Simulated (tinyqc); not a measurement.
From results back to parameters: one-oscillator model of a band gap. Five cases, with inputs chosen for the exercise.

Problem. A gap follows E(T) = E0 - s1 t1/(exp(t1/T) - 1) with the zero-point term ZP = s1 t1/2, which scales as M^(-1/2). The shift of E0 on going from M to M + dM and the limiting slope at high T are given.

Case 1.

Values chosen (out of a larger set: near those of InP; not measured data): M = 72.94 u (mean atomic mass); dM = -4.97 u (change of the mean mass (not bounded by the natural isotopes)).

shift of E0 = -1.394375 meV
limiting slope s1 = 0.368 meV/K

Case 2.

Values chosen (out of a larger set: near those of InP; not measured data): M = 73.04 u (mean atomic mass); dM = 4.46 u (change of the mean mass (not bounded by the natural isotopes)).

shift of E0 = 1.320857 meV
limiting slope s1 = 0.359 meV/K

Case 3.

Values chosen (out of a larger set: near those of GaAs; not measured data): M = 72.16 u (mean atomic mass); dM = -3.92 u (change of the mean mass (not bounded by the natural isotopes)).

shift of E0 = -1.515746 meV
limiting slope s1 = 0.480 meV/K

Case 4.

Values chosen (out of a larger set: near those of Ge; not measured data): M = 72.63 u (mean atomic mass); dM = -1.12 u (change of the mean mass (not bounded by the natural isotopes)).

shift of E0 = -0.355304 meV
limiting slope s1 = 0.386 meV/K

Case 5.

Values chosen (out of a larger set: near those of Si; not measured data): M = 28.1 u (mean atomic mass); dM = -0.89 u (change of the mean mass (not bounded by the natural isotopes)).

shift of E0 = -0.761753 meV
limiting slope s1 = 0.312 meV/K

Find: sqrt(M/(M + dM)); ZP; t1.

Solution. The shift is ZP (1 - sqrt(M/(M + dM))); then t1 = 2 ZP/s1.

Case 1.

sqrt(M/(M + dM)) = 1.035915
ZP = 38.82 meV
t1 = 211 K

Case 2.

sqrt(M/(M + dM)) = 0.970799
ZP = 45.23 meV
t1 = 252 K

Case 3.

sqrt(M/(M + dM)) = 1.028321
ZP = 53.52 meV
t1 = 223 K

Case 4.

sqrt(M/(M + dM)) = 1.007801
ZP = 45.55 meV
t1 = 236 K

Case 5.

sqrt(M/(M + dM)) = 1.016223
ZP = 46.96 meV
t1 = 301 K

Computed by tinyqc, one run a case: `OMP_NUM_THREADS=1 python tinyqc.py N N+1 out.jsonl` with N = 1880990, 1880998, 1881008, 1881025, 1881060; one thread of a shared Intel(R) Xeon(R) Processor @ 2.30GHz, about 0.01 s a run at most.
